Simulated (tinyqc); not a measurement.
Temperature and isotope dependence of a band gap in oscillator models: one step. Slope and asymptote. Two cases, with inputs chosen for the exercise.

Problem. dE/dT = -sum sl_i (th_i/T)^2 n_i (1 + n_i). At high T, n -> T/th - 1/2, so E -> E0 + ZP - (sum sl_i) T. Give the slope, its ratio to the limit, and the value at 0 K of the tangent drawn at T.

E(T) = E0 - sum_i sl_i th_i n_i(T), n = 1/(exp(th/T) - 1). The same coupling lowers the gap at 0 K by the zero-point term ZP = sum_i sl_i th_i/2, so the gap of the static lattice is E0 + ZP. Thermal expansion is taken as part of the slopes.

Case 1.

Values chosen (near those of AlN; not measured data): E0 = 6.13 eV (gap at 0 K); th = (249, 931) K (temperatures of two oscillators); sl = (0.1993, 0.5978) meV/K (their high-temperature slopes); T = 150 K (temperature).

Case 2.

Values chosen (near those of Ge; not measured data): E0 = 0.749 eV (gap at 0 K); th = (127, 307) K (temperatures of two oscillators); sl = (0.1287, 0.2613) meV/K (their high-temperature slopes); T = 200 K (temperature).

Give: dE/dT; ratio to the limiting slope; intercept of the tangent; intercept - E0.

Solution.

Case 1.

dE/dT = -0.2058 meV/K
ratio to the limiting slope = 0.2582
intercept of the tangent = 6.1481 eV
intercept - E0 = 18.10 meV

The tangent recovers 6 % of ZP: the extrapolation works only from T well above the higher oscillator (931 K).

Case 2.

dE/dT = -0.3400 meV/K
ratio to the limiting slope = 0.8717
intercept of the tangent = 0.7765 eV
intercept - E0 = 27.54 meV

The tangent recovers 57 % of ZP: the extrapolation works only from T well above the higher oscillator (307 K).

Computed by tinyqc, one run a case: `OMP_NUM_THREADS=1 python tinyqc.py N N+1 out.jsonl` with N = 1880931, 1881025; one thread of a shared Intel(R) Xeon(R) Processor @ 2.30GHz, about 0.01 s a run at most.
